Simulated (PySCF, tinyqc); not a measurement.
Inside a calculation. Method: FCI on RHF in the sto-3g basis, for H3-, spin multiplicity 1. The basis has no diffuse functions, so it cannot describe the extra electron: this is an exercise in the method, not the real anion. The lowest restricted solution is unstable here: a spin-polarised one lies 0.1822 hartree lower (PySCF). Computed by tinyqc, a small Python program that keeps every step (integrals from PySCF). Settings: charge = -1, multiplicity = 1, basis = sto-3g, method = RHF, energy threshold = 1e-10, iteration cap = 84, orthogonalisation = symmetric, start = atomic densities, DIIS depth = 6, ci = FCI, davidson = 1. Command: `OMP_NUM_THREADS=1 python tinyqc.py 21238 21239 out.jsonl` (the two numbers bound the seeds that draw the settings). One thread of a shared host (Intel(R) Xeon(R) Processor @ 2.60GHz), about 0.1 s of CPU time with the checks. The early iterations of the SCF are left out here.

## One-electron integrals

Geometry (angstrom):
```
atom,x,y,z
H,0.0000,0.0000,0.0000
H,0.0000,0.0000,1.2320
H,0.0000,1.0670,0.6160
```

Basis sto-3g: exponents (1/bohr^2) and contraction coefficients of normalised primitives:
```
element,l (shell),exponent,coefficient
H,s (1),3.4253,0.1543
H,s (1),0.6239,0.5353
H,s (1),0.1689,0.4446
```

Overlap, kinetic and nuclear-attraction integrals over the contracted functions; the nuclear repulsion is the sum of Za Zb / Rab.

nuclear repulsion = 1.288547 hartree

overlap S:
```
,1H 1s,2H 1s,3H 1s
1H 1s,1.0000,0.3712,0.3712
2H 1s,0.3712,1.0000,0.3712
3H 1s,0.3712,0.3712,1.0000
```

kinetic energy T (hartree):
```
,1H 1s,2H 1s,3H 1s
1H 1s,0.7600,0.0461,0.0461
2H 1s,0.0461,0.7600,0.0461
3H 1s,0.0461,0.0461,0.7600
```

nuclear attraction V (hartree):
```
,1H 1s,2H 1s,3H 1s
1H 1s,-2.0751,-0.7071,-0.7070
2H 1s,-0.7071,-2.0751,-0.7070
3H 1s,-0.7070,-0.7070,-2.0751
```

core Hamiltonian H = T + V (hartree):
```
,1H 1s,2H 1s,3H 1s
1H 1s,-1.3151,-0.6610,-0.6609
2H 1s,-0.6610,-1.3151,-0.6609
3H 1s,-0.6609,-0.6609,-1.3151
```

## Two-electron integrals

Functions are numbered as in S; the eight-fold symmetry (ij|kl) = (ji|kl) = (kl|ij) leaves the list below.

Two-electron integrals (ij|kl) in chemists' order, unique and non-zero (hartree):
```
i,j,k,l,(ij|kl)
1,1,1,1,0.7746
2,1,1,1,0.2154
2,1,2,1,0.0833
2,2,1,1,0.4092
2,2,2,1,0.2154
2,2,2,2,0.7746
3,1,1,1,0.2154
3,1,2,1,0.0727
3,1,2,2,0.1619
3,1,3,1,0.0833
3,2,1,1,0.1619
3,2,2,1,0.0727
3,2,2,2,0.2154
3,2,3,1,0.0727
3,2,3,2,0.0833
3,3,1,1,0.4092
3,3,2,1,0.1619
3,3,2,2,0.4092
3,3,3,1,0.2154
3,3,3,2,0.2154
3,3,3,3,0.7746
```

## Orthogonalisation

S = U s U^T; symmetric (Loewdin) form X = U s^(-1/2) U^T, so that X^T S X = 1.

eigenvalues of S: 0.6288  0.6289  1.7423

X:
```
,1H 1s,2H 1s,3H 1s
1H 1s,1.0932,-0.1678,-0.1678
2H 1s,-0.1678,1.0932,-0.1678
3H 1s,-0.1678,-0.1678,1.0932
```

## Iteration 3 (converged): orbitals

converged F (hartree):
```
,1H 1s,2H 1s,3H 1s
1H 1s,0.1744,-0.2611,-0.1180
2H 1s,-0.2611,0.1744,-0.1180
3H 1s,-0.1180,-0.1180,0.2626
```

Diagonalise F' = X^T F X, C = X C', fill 2 alpha and 2 beta electrons from the bottom; D = 2 C_occ C_occ^T. Each column has its largest component positive (the first on a tie).

F' = X^T F X (hartree):
```
,1,2,3
1,0.3531,-0.3393,-0.1607
2,-0.3393,0.3531,-0.1607
3,-0.1607,-0.1607,0.3955
```

orbital energies (hartree): MO1 -0.0921, MO2 0.5014, MO3 0.6924

coefficients C:
```
,MO1,MO2,MO3
1H 1s,0.5222,-0.4285,0.8917
2H 1s,0.5222,-0.4285,-0.8917
3H 1s,0.2467,1.0911,0.0000
```

D after iteration 3:
```
,1H 1s,2H 1s,3H 1s
1H 1s,0.9127,0.9127,-0.6775
2H 1s,0.9127,0.9127,-0.6775
3H 1s,-0.6775,-0.6775,2.5029
```

## Convergence

Stop when the energy changes by less than 1e-10 hartree and every element of the error matrix X^T (F D S - S D F) X is below 3e-06.

Course of the cycle:
```
iteration,E (hartree),change,largest element of the error matrix
1,-1.142024,-,1.83e-06
2,-0.855896,2.86e-01,3.48e-12
3,-0.855896,2.22e-15,1.54e-12
```

PySCF RHF in the same basis = -0.855896 hartree

Converged in 3 iterations.

## Integrals over molecular orbitals

(pq|rs) = sum C_ip C_jq C_kr C_ls (ij|kl), one index at a time.

one-electron integrals over orbitals h = C^T H C (hartree):
```
,1,2,3
1,-1.4984,-0.0831,0.0000
2,-0.0831,-1.0553,0.0000
3,0.0000,0.0000,-1.0402
```

Two-electron integrals over orbitals (pq|rs), unique and non-zero (hartree):
```
p,q,r,s,(pq|rs)
1,1,1,1,0.5509
2,1,1,1,-0.0376
2,1,2,1,0.0977
2,2,1,1,0.4766
2,2,2,1,0.1207
2,2,2,2,0.7013
3,1,3,1,0.1814
3,2,3,1,-0.0861
3,2,3,2,0.0471
3,3,1,1,0.5601
3,3,2,1,-0.0851
3,3,2,2,0.4205
3,3,3,3,0.6181
```

## FCI: determinants and Hamiltonian

Hartree-Fock energy = -0.855896 hartree

Slater-Condon rules over spin orbitals, with the nuclear repulsion added and E(HF) subtracted on the diagonal.

Occupation strings over the orbitals (2 doubly, a alpha, b beta, 0 empty; spin orbitals ordered 1a 1b 2a 2b ...): 220 2ab a2b 2ba b2a 202 ab2 ba2 022

H - E(HF) between determinants (hartree):
```
,220,2ab,a2b,2ba,b2a,202,ab2,ba2,022
220,0.0000,0.0000,0.0000,0.0000,0.0000,0.0471,0.0861,-0.0861,0.1814
2ab,0.0000,-0.1823,-0.0010,-0.0471,0.0861,0.0000,0.0000,0.0000,0.0000
a2b,0.0000,-0.0010,0.4059,0.0861,-0.1814,0.0000,0.0000,0.0000,0.0000
2ba,0.0000,-0.0471,0.0861,-0.1823,-0.0010,0.0000,0.0000,0.0000,0.0000
b2a,0.0000,0.0861,-0.1814,-0.0010,0.4059,0.0000,0.0000,0.0000,0.0000
202,0.0471,0.0000,0.0000,0.0000,0.0000,0.1137,-0.2048,0.2048,0.0977
ab2,0.0861,0.0000,0.0000,0.0000,0.0000,-0.2048,0.3376,-0.0977,-0.0465
ba2,-0.0861,0.0000,0.0000,0.0000,0.0000,0.2048,-0.0977,0.3376,0.0465
022,0.1814,0.0000,0.0000,0.0000,0.0000,0.0977,-0.0465,0.0465,0.8606
```

## FCI: roots

Diagonalise (each vector has its largest component positive (the first on a tie)); all determinants have Ms = 0, so triplets appear too. The lowest singlet root is the correlation energy.

lowest roots of this matrix, relative to E(HF) (hartree): -0.2449  -0.1455  -0.1455  0.0306  0.2399  0.2399  0.5976  0.5977

lowest vectors:
```
,root 1,root 2,root 3,root 4
220,0.0000,0.0000,0.6761,0.6866
2ab,0.6958,0.7022,0.0000,0.0000
a2b,-0.1261,0.0834,0.0000,0.0000
2ba,0.6958,-0.7022,0.0000,0.0000
b2a,-0.1261,-0.0834,0.0000,0.0000
202,0.0000,0.0000,-0.5816,0.6573
ab2,0.0000,0.0000,-0.3128,0.1625
ba2,0.0000,0.0000,0.3128,-0.1625
022,0.0000,0.0000,-0.0943,-0.2092
```

<S^2> of these roots: 2.0000  0.0000  0.0000  0.0000  2.0000  2.0000  0.0000  0.0000

weight of the ground state by excitation level 0, 1, 2, ...: 0.0000  1.0000  0.0000

The lowest root is not a singlet, so the reference has no weight in it by spin; the weights shown are those of that root. A root of higher spin lies below E(HF).

## The lowest root by the Davidson method

Start from the reference; add the residual divided by (theta - H_ii), orthogonalised, at each step.

Davidson iterations:
```
iteration,subspace,lowest Ritz value (hartree),residual norm
1,1,0,2.23e-01
2,2,-0.129602,9.11e-02
3,3,-0.144930,1.97e-02
4,4,-0.145505,5.06e-13
```
